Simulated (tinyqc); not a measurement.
Thermal stress, cracking, delamination and buckling of a thin film; Griffith cracks and misfitting inclusions: one step, computed by the program tinyqc.

Isotropic linear elasticity; the substrate is much thicker than the film; stress is positive in tension.

Question. Griffith crack in the substrate. Through crack of length 2a in plane strain: K_Ic = sqrt(2 gamma_s E_s/(1 - nu_s^2)); fracture stress = K_Ic/sqrt(pi a). An edge crack of depth a has K larger by 1.1215.

Inputs (values chosen for the exercise, modelled on a porous low-k oxide on silicon):

| quantity | value | unit |
|---|---|---|
| substrate Young's modulus E_s | 161 | GPa |
| substrate Poisson ratio nu_s | 0.26 | - |
| flaw half length a | 1.8 | micrometre |
| substrate surface energy gamma_s | 1.1 | J/m^2 |

Give: toughness K_Ic; fracture stress, inner crack; fracture stress, edge crack.

Answer.

toughness K_Ic = 0.61634 MPa m^0.5

fracture stress, inner crack = 259.19 MPa

fracture stress, edge crack = 231.11 MPa

The inner crack lowers the strength to 1.6 % of the ideal E_s/10.
